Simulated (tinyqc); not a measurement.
Etch lag against aspect ratio: ion-assisted plasma etching: sheath, surface coverage, synergy and aspect-ratio dependence. Computed by tinyqc, a small Python program. Command: `OMP_NUM_THREADS=1 python tinyqc.py 3003481 3003482 out.jsonl etch walk`. One thread of a shared host (Intel(R) Xeon(R) Processor @ 2.30GHz), about 0.04 s of CPU time with the checks.

Radicals adsorb on bare sites; ions remove covered sites with a high yield and bare sites by sputtering; a slow spontaneous reaction acts everywhere, walls included.

Inputs (values chosen for the exercise, close to those used for silicon in a halogen plasma):
```
quantity                                value       unit
plasma density n_e                    1.7e+10     1/cm^3
electron temperature T_e                  3.5         eV
ion mass M_i                               80          u
sheath voltage V                          110          V
radical density n                     1.4e+14     1/cm^3
radical mass M_n                           80          u
gas temperature T_g                       500          K
sticking coefficient s                   0.26          -
radicals per removed unit x                 4          -
yield slope b                            0.13  eV^(-1/2)
threshold E_th                            5.4         eV
sputter slope b_p                       0.012  eV^(-1/2)
sputter threshold E_p                      32         eV
spontaneous reaction probability k_c   0.0003          -
solid density N                         5e+22     1/cm^3
ion temperature T_i                      0.19         eV
```

Feature: long trench.

Constants: e = 1.602176634e-19 C; u = 1.6605390666e-27 kg; k_B = 1.380649e-23 J/K; eps_0 = 8.8541878128e-12 F/m.

Method:
- Bohm speed u_B = sqrt(e T_e/M_i); ion flux G_i = 0.61 n_e u_B; radical flux G_n = n c/4 with c = sqrt(8 k_B T_g/(pi M_n)).
- Debye length lambda_D = sqrt(eps_0 T_e/(e n_s)) with n_s = 0.61 n_e, T_e in volts; Child-law sheath d = (sqrt2/3) lambda_D (2 V/T_e)^(3/4); ion energy E = V + T_e/2; angular spread = arctan(sqrt(T_i/E)).
- Yields: Y = b (sqrt(E) - sqrt(E_th)) on covered sites, Y_p = b_p (sqrt(E) - sqrt(E_p)) on bare ones (zero below threshold).
- Steady coverage: s G_n (1 - theta) = x Y G_i theta; removal flux = Y G_i theta + Y_p G_i (1 - theta) + k_c G_n; rate = flux/N, 1 cm/s = 6e8 nm/min.
- Lateral rate = k_c G_n/N; anisotropy = 1 - lateral/vertical; synergy = vertical/(ions alone + radicals alone), with ions alone Y_p G_i/N and radicals alone the lateral rate.
- Transmission of a long trench, rough form: K = (1 + ln(1 + A))/(1 + A + ln(1 + A)), walls that scatter diffusely without loss. With a loss probability S = s (1 - theta) at the floor, G_b/G_n = K/(K + S - K S); theta follows G_b, and the two are solved together. Ions are taken to reach the floor unshadowed; G_b replaces G_n in every term of the rate; A is depth over width.

yield Y = 1.07216

sputter yield Y_p = 0.0589720

ion flux G_i = 2.13058e+15 1/(cm^2 s)

radical flux G_n = 1.27320e+18 1/(cm^2 s)

vertical rate = 31.2996 nm/min

coverage theta = 0.973139

Floor of the feature:
```
A            K  G_b/G_n    theta  rate (nm/min)  relative rate
0.5    0.73760  0.99752  0.97307         31.287        0.99958
1.0    0.62869  0.99588  0.97303         31.278        0.99931
2.0    0.51203  0.99335  0.97296         31.265        0.99888
5.0    0.35830  0.98750  0.97281         31.234        0.99790
10.0   0.25361  0.97946  0.97259         31.191        0.99654
20.0   0.16821  0.96550  0.97221         31.117        0.99418
50.0   0.08978  0.92934  0.97116         30.924        0.98801
100.0  0.05317  0.87609  0.96946         30.636        0.97881
```

What does the comparison show, and why?

K falls by a factor 13.9 over the rows and the rate by 1.02. Among these rows the rate stays within 10 % of the open-field value up to A = 100, as near saturation the coverage changes little when G_b falls. Caution: rows with A above about 1/(2 tan(ion spread)) or 1/sqrt(k_c), often 10 to 30, are formal: ion shadowing, radical loss on the walls, redeposition of sputtered material and, in fluorocarbon plasmas, polymer growth are left out and add to the lag.
